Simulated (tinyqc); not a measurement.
Spectrum around the gap: Franz-Keldysh effect at a direct gap.

Parabolic bands, vertical transitions, no excitons. For each hole band j: mr = me mj/(me + mj); joint density of states J_j(E) = (mr/c)^(3/2) sqrt(E - Eg)/(2 pi^2), both spins, c = hbar^2/2m0; averaged matrix element |e.p|^2 = m0 Ep/6; alpha_j(E) = 4 pi^2 alpha_f c Ep J_j/(3 nr E) in 1/angstrom (alpha_f the fine-structure constant, listed as alpha among the constants), times 1e8 for 1/cm.

In a field Fd (1 kV/cm = 1e-5 V/angstrom) the electro-optic energy of band j is th = (c (e Fd)^2/mr)^(1/3), and sqrt(E - Eg) in J_j is replaced by pi sqrt(th) [Ai'(b)^2 - b Ai(b)^2] with b = (Eg - E)/th; Ai is the Airy function.

Constants: hbar^2/2m0 = 3.80998211 eV angstrom^2; fine-structure constant alpha = 0.007297352564.

Parameters, chosen for this exercise (near those of GaAs; shifted at random, so the results belong to these values and not to a real crystal):
```
symbol  value   unit   meaning
Eg      1.456   eV     direct gap
me      0.0657  m0     electron mass
mhh     0.499   m0     heavy-hole mass
mlh     0.078   m0     light-hole mass
Ep      25.8    eV     Kane energy
nr      3.55           refractive index
Fd      44      kV/cm  uniform field
```

Absorption (1/cm):
```
E - Eg (eV)  alpha(0)  alpha(F)  change
-0.0583             0     1.771       2
-0.0467             0     7.610       8
-0.0350             0     30.03      30
-0.0233             0     105.7     106
-0.0117             0     322.3     322
0.0000              0     851.6     852
0.0117           2766      1885    -881
0.0233           3873      3402    -471
0.0350           4710      4967     257
0.0467           5398      5857     459
0.0583           5985      6009      23
0.0700           6508      6271    -237
0.0933           7401      7504     103
0.1167           8154      8193      39
```

What does the comparison show?

At the gap alpha(F) = 852 1/cm; 46.7 meV below it 7.61 1/cm remain, the tail falling as exp(-(4/3) b^(3/2)). Among the energies listed the largest rise is 852 1/cm at E - Eg = 0.0 meV and the largest fall -881 1/cm at 11.7 meV. It changes sign between 0.0 and 11.7 meV, between 23.3 and 35.0 meV, between 58.3 and 70.0 meV and between 70.0 and 93.3 meV; th is 23.3 meV for heavy holes and 27.4 meV for light holes.

(tinyqc, `OMP_NUM_THREADS=1 python tinyqc.py 1680811 1680812 out.jsonl`, Intel(R) Xeon(R) Processor @ 2.30GHz, 1 thread, shared host, about 0.01 s.)
